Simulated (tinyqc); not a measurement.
Ballistic transport through the one-dimensional subbands of a rectangular nanowire or nanosheet channel: one step, computed by the program tinyqc.

Hard walls, parabolic subbands, transport along x. Energies are counted from the bulk conduction band edge at the top of the barrier, which the gate pulls down by U; the source Fermi level lies at the bulk edge when U = 0.

Task: Conductance, capacitance and scattering. Linear conductance G = (2 e^2/h) sum_i g f(eta_i), g = 1, f = 1/(1 + exp(-eta_i)), with the barrier frozen at the eta_i above; current per perimeter I/(2(a + b)); with scattering, transmission lambda/(lambda + L) and low-bias resistance (1 + L/lambda)/G.

Inputs (values chosen for the exercise, modelled on In0.53Ga0.47As):
```
quantity                                   value  unit
height a                                     9.7    nm
width b                                       37    nm
temperature T                                300     K
mean free path for back-scattering lambda     24    nm
channel length L                             120    nm
```

Valleys: single isotropic valley.

Occupation:
```
subband      eta_i  n_i (1/nm)  I_i (microampere)
1         8.925883   0.3194572          0.7746835
2         8.184611   0.3052119          0.7745454
3         6.949156   0.2797194          0.7739026
4         5.219521   0.2389406          0.7697253
5         2.995703   0.1715538          0.7302590
6         0.277704   0.0616216          0.4036725
7        -1.859557   0.0115167          0.0885130
8        -2.600829   0.0057446          0.0448894
9        -2.934477   0.0041658          0.0326980
10       -3.836284   0.0017228          0.0136154
```

ballistic current I = 4.406504 microampere

Constants: e = 1.602176634e-19 C; h = 6.62607015e-34 J s.

Give: open modes sum g f; ballistic conductance; current per perimeter; transmission; low-bias resistance with scattering.

Result:

open modes sum g f = 5.790

ballistic conductance = 448.6 microsiemens

current per perimeter = 47.18 microampere/micrometre

transmission = 0.1667

low-bias resistance with scattering = 13.37 kiloohm

Even without scattering the wire has h/(2 e^2 M) = 2.23 kiloohm, which sits in the contacts.
